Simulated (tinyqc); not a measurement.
# From one set of inputs to another, one input at a time

Model: size effects in the resistivity of thin metal films and interconnect lines. Computed by tinyqc, a small Python program. Command: `OMP_NUM_THREADS=1 python tinyqc.py 3016319 3016320 out.jsonl size ladder`. One thread of a shared host (Intel(R) Xeon(R) Processor @ 2.30GHz), about 0.01 s of CPU time with the checks.

Electrons lose their drift at surfaces (a share 1 - p of the hits) and at grain boundaries (reflection R), besides bulk scattering. The line sits in a trench with a non-conducting liner on both walls and the bottom; the spacing equals the drawn width.

The inputs printed are set A. Set A is modelled on ruthenium; the values taken over come from a set modelled on copper. Inputs not listed in the table keep their values of set A, so the rows need not describe a real material.

Inputs (values chosen for the exercise, modelled on ruthenium): bulk resistivity rho_b = 7.86 microohm cm; bulk mean free path lambda = 6.45 nm; specularity p = 0; grain-boundary reflection R = 0.45; drawn line width w = 42 nm; grain size over metal width = 0.51; aspect ratio (height over width) = 2.2; liner thickness t = 1.7 nm; line length = 170 micrometre; permittivity of the dielectric k = 3.5.

Geometry: line.

Constants: eps_0 = 8.8541878128e-12 F/m.

Method:
- Metal width w_m = w - 2t, height h_m = (aspect ratio) w - t, grain size D = (ratio) w_m.
- Mayadas-Shatzkes: alpha = (lambda/D) R/(1 - R); rho_b/rho = 1 - 3 alpha/2 + 3 alpha^2 - 3 alpha^3 ln(1 + 1/alpha).
- Fuchs-Sondheimer film: rho_b/rho = 1 - (3/(2 kappa))(1 - p) int_0^1 (s - s^3)(1 - exp(-kappa/s))/(1 - p exp(-kappa/s)) ds, f = rho/rho_b, kappa = thickness/lambda, 80 Gauss-Legendre points.
- Line: the excess of a film of thickness w_m and of a film of thickness h_m are added, rho/rho_b = 1 + (f(w_m) - 1) + (f(h_m) - 1), an estimate that holds best when both sides exceed lambda.
- Total: rho = rho_b [1 + surface excess + grain excess]; resistance per length rho/(w_m h_m); capacitance per length C = 2 k eps_0 (aspect ratio + 1/2), a parallel-plate estimate for two neighbours plus a fixed term for the planes above and below; delay 0.38 R C L^2; effective resistivity per drawn area.

Each row keeps all changes above it; columns: (1) input moved; (2) from; (3) to; (4) resistance per length (ohm/micrometre); (5) effective resistivity per drawn area (microohm cm); (6) rho/rho_b from surfaces:
```
(1)                                (2)   (3)         (4)     (5)     (6)
set A                                -     -  3.3139e+01    12.9   1.094
permittivity of the dielectric k   3.5   2.4  3.3139e+01    12.9   1.094
liner thickness t (nm)             1.7   1.4  3.2373e+01    12.6   1.093
aspect ratio (height over width)   2.2   1.5  4.8265e+01    12.8   1.107
line length (micrometre)           170    17  4.8265e+01    12.8   1.107
grain-boundary reflection R       0.45  0.53  5.2754e+01    14.0   1.107
bulk mean free path lambda (nm)   6.45    38  1.5093e+02    39.9   1.725
drawn line width w (nm)             42   4.6  5.8042e+05  1842.3  10.802
```

Which inputs carry the difference?

Resistance per length goes from 33.1 to 580000, a factor 17500 in all. The largest single move comes from drawn line width w (a factor 3850). Effective resistivity per drawn area goes from 12.9 to 1840, a factor 143 in all. The largest single move comes from drawn line width w (a factor 46.1). rho/rho_b from surfaces goes from 1.09 to 10.8, a factor 9.87 in all. The largest single move comes from drawn line width w (a factor 6.26). The single moves hold for this order of the switches; the total does not depend on the order.

Caution (rows drawn line width w): for lines much narrower than lambda adding the two film terms and the grain term underestimates the resistivity.

Extremes, crossings and ranges named in words are read from the listed rows.
